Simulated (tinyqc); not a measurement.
Froehlich polaron in a polar crystal: one step, computed by the program tinyqc.

One electron in a parabolic band of mass m*, coupled to dispersionless LO phonons in the continuum model. Energies are in units of hbar omega unless marked, wave numbers in k_0 = sqrt(2 m* omega/hbar).

Problem. Coupling constant and length scale. 1/eps* = 1/eps_inf - 1/eps_s; k_0 = sqrt(2 m* omega/hbar) = sqrt(m* hbar omega / (hbar^2/(2 m_0))) with m* in m_0; alpha = (e^2/(4 pi eps_0)) k_0/(2 eps* hbar omega); polaron length 1/k_0.

Inputs (values chosen for the exercise, modelled on gallium arsenide): band mass m* = 0.0654 m_0; LO phonon energy hbar omega = 37 meV; eps_inf = 10.8; static dielectric constant eps_s = 13.1.

Constants: hbar^2/(2 m_0) = 3.80998212 eV angstrom^2; e^2/(4 pi eps_0) = 14.39964548 eV angstrom.

Give: eps*; k_0; coupling constant alpha; polaron length 1/k_0.

Solution.

eps* = 61.513

k_0 = 0.025202 1/angstrom

coupling constant alpha = 0.079723

polaron length 1/k_0 = 39.680 angstrom

Weak coupling: perturbation theory should serve.
